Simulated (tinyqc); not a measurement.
From apparent film conductivity back to interface resistance R_i: the 3-omega method: a line heater on a substrate with a thin film. Computed by tinyqc, a small Python program. Command: `OMP_NUM_THREADS=1 python tinyqc.py 3018130 3018131 out.jsonl threeomega inv`. One thread of a shared host (Intel(R) Xeon(R) Processor @ 2.30GHz), about 0.02 s of CPU time with the checks.

A current at angular frequency omega = 2 pi f heats the line at 2 omega with the amplitude P per length; the temperature swing Delta T at 2 omega gives a voltage at 3 omega. The substrate is taken as semi-infinite and isotropic, and the heat capacity of heater and film is left out.

Inputs (values chosen for the exercise, modelled on silica on diamond): substrate conductivity kappa = 1880 W/(m K); substrate heat capacity C = 1.76 1e6 J/(m^3 K); heater half-width b = 12 micrometre; power amplitude per length P = 9.7 W/m; current frequency f = 810 Hz; film thickness t = 73 nm; film conductivity kappa_f = 1.2 W/(m K); substrate thickness d_s = 525 micrometre; temperature coefficient of resistance beta = 2.1 1e-3/K; voltage amplitude V_1 = 2.6 V.

Method:
- D = kappa/C; q = sqrt(2 i omega/D); penetration depth 1/|q| = sqrt(D/(2 omega)).
- Delta T_s = (P/(pi kappa)) int_0^infinity (sin x/x)^2 / sqrt(x^2 + (q b)^2) dx with (q b)^2 = i |q b|^2, averaged over the heater width (12 Gauss-Legendre points on each of the pieces 0, 14 log-spaced edges from 1e-5 to 1, and multiples of pi to 40 pi; the tail adds 1/(4 (40 pi)^2)).
- For |q| b much below 1: Delta T_s = (P/(pi kappa)) [-ln(|q| b) + eta - i pi/4], eta = 3/2 - C_E = 0.92278, with Euler's C_E = 0.5772157.
- One-dimensional flow across the film: Delta T_f = P (t/kappa_f + R_i)/(2 b); total in-phase swing Delta T = Delta T_s + Delta T_f; third-harmonic amplitude V_3 = V_1 beta |Delta T|/2 with the out-of-phase part included; the apparent film conductivity is t/(t/kappa_f + R_i).

Task: A run gave the result below. Find the interface resistance R_i, known to lie between 4.5 and 8.4 m^2 K/GW.

apparent film conductivity = 1.098433 W/(m K)

Result:

Each step takes the trial c = (a f_b - b f_a)/(f_b - f_a), f being the result less the target and a, b, c the logarithms of the listed values; c replaces end b, the old b replaces a if the sign of f changed, and otherwise f_a is halved.

Scan of the range:
```
interface resistance R_i (m^2 K/GW)  apparent film conductivity (W/(m K))
4.50                                                              1.11735
4.99                                                              1.10903
5.54                                                              1.09984
6.15                                                              1.08982
6.82                                                              1.07903
7.57                                                              1.06720
8.40                                                              1.05441
```

False position (Illinois rule, in the logarithm of the input) inside the bracket:
```
step    end a    end b    trial  apparent film conductivity (W/(m K))
1     5.54000  6.15000  5.62185                               1.09848
2     6.15000  5.62185  5.62486                               1.09843
3     6.15000  5.62486  5.62508                               1.09843
4     5.62486  5.62508  5.62498                               1.09843
```

Apparent film conductivity falls at every point of a 13-point scan of the range (every second point is shown), so one value fits; it is bracketed by 5.54 and 6.15. Answer: interface resistance R_i = 5.625 m^2 K/GW.

Caution: the penetration depth exceeds a fifth of the substrate thickness, so the back face is felt and the semi-infinite formula fails.
